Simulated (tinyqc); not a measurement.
Inputs raised by 10 %, one at a time: hydrogenic impurity: series, fields, screening, photoionisation and donor-acceptor pairs. Computed by tinyqc, a small Python program. Command: `OMP_NUM_THREADS=1 python tinyqc.py 3003055 3003056 out.jsonl hydrogenic sens`. One thread of a shared host (Intel(R) Xeon(R) Processor @ 2.30GHz), about 0.01 s of CPU time with the checks.

One isotropic, parabolic band. Effective units: Ry* and a*, in which H = -nabla^2 - 2/r.

Inputs (values chosen for the exercise, modelled on ZnSe):

| quantity | value | unit |
|---|---|---|
| electron mass m | 0.147 | m_0 |
| dielectric constant eps | 8.79 | - |
| donor density N | 2.6e+16 | cm^-3 |
| gap E_g | 2.83 | eV |
| acceptor depth E_A | 107 | meV |
| pair distance r | 77.9 | angstrom |
| rate prefactor W_0 | 4.4e+06 | 1/s |

Parts treated: screening and pairs.

Constants: Ry = 13.605693123 eV; a_0 = 0.529177210903 angstrom; h x 1 THz = 4.135667696 meV; e^2/(4 pi eps_0) = 14.39964548 eV angstrom.

Method:
- Ry* = Ry m/eps^2, a* = a_0 eps/m; level n is bound by Ry*/n^2; <r> = (3/2) a* in 1s; lines 1s -> np at Ry* (1 - 1/n^2); 1 THz = 4.135667696 meV.
- Wigner-Seitz radius r_s = (3/(4 pi N))^(1/3); Mott criterion N_c^(1/3) a* = 0.26; overlap of two 1s orbitals at distance d: S = exp(-x)(1 + x + x^2/3), x = d/a*, with d = N^(-1/3).
- Thomas-Fermi screening by N free electrons of one valley, taken as a degenerate gas (the hypothesis that all donors are ionised): q a* = sqrt(4 k_F a*/pi), k_F = (3 pi^2 N)^(1/3).
- Screened potential -(2/r) exp(-q r). Basis exp(-zeta r), zeta_k = 0.02 x 1.6^k, k = 0..23: S = 2/s^3, T = zeta_i zeta_j S, V = -2/(s + q)^2 with s = zeta_i + zeta_j; overlap eigenvalues below 1e-11 are dropped.
- No-phonon line h nu(r) = E_g - Ry* - E_A + e^2/(4 pi eps_0 eps r); rate W(r) = W_0 exp(-2 r/a*), the donor being the shallower centre; lifetime 1/W; zero field.

Runs:

| input moved | from | to | Ry* (meV) | screened binding energy (meV) | photon energy (eV) | overlap S |
|---|---|---|---|---|---|---|
| base run | - | - | 25.89 | 5.345 | 2.718 | 0.001155 |
| electron mass m (m_0) | 0.147 | 0.1617 | 28.47 | 6.501 | 2.716 | 0.000470 |
| dielectric constant eps | 8.79 | 9.669 | 21.39 | 3.956 | 2.721 | 0.002582 |
| donor density N (cm^-3) | 2.6e+16 | 2.86e+16 | 25.89 | 5.158 | 2.718 | 0.001526 |
| pair distance r (angstrom) | 77.9 | 85.69 | 25.89 | 5.345 | 2.716 | 0.001155 |
| acceptor depth E_A (meV) | 107 | 117.7 | 25.89 | 5.345 | 2.707 | 0.001155 |

Exponents ln(y'/y) / ln(x'/x):

| input | Ry* | screened binding energy | photon energy | overlap S |
|---|---|---|---|---|
| electron mass m | 1 | 2.053 | -0.010 | -9.437 |
| dielectric constant eps | -2 | -3.157 | 0.010 | 8.442 |
| donor density N | 0 | -0.373 | 0.000 | 2.920 |
| pair distance r | 0 | 0.000 | -0.007 | 0.000 |
| acceptor depth E_A | 0 | 0.000 | -0.041 | 0.000 |

To which inputs is each result most sensitive?

Among the inputs moved here: Ry* answers most in size to dielectric constant eps (exponent -2.000), next to electron mass m (+1.000); its exponent is below 0.0005 for donor density N, pair distance r, acceptor depth E_A. Its exponent +1.000 in electron mass m: Ry* = Ry m/eps^2. Its exponent -2.000 in dielectric constant eps: Ry* = Ry m/eps^2. Screened binding energy answers most in size to dielectric constant eps (exponent -3.157), next to electron mass m (+2.053); its exponent is below 0.0005 for pair distance r, acceptor depth E_A. photon energy answers most in size to acceptor depth E_A (exponent -0.041), next to electron mass m (-0.010); its exponent is below 0.0005 for donor density N. overlap S answers most in size to electron mass m (exponent -9.437), next to dielectric constant eps (+8.442); its exponent is below 0.0005 for pair distance r, acceptor depth E_A.

Caution (all rows): well below the Mott density the electrons are bound or non-degenerate, so this screening is formal: it serves to locate the transition, not to give the level.
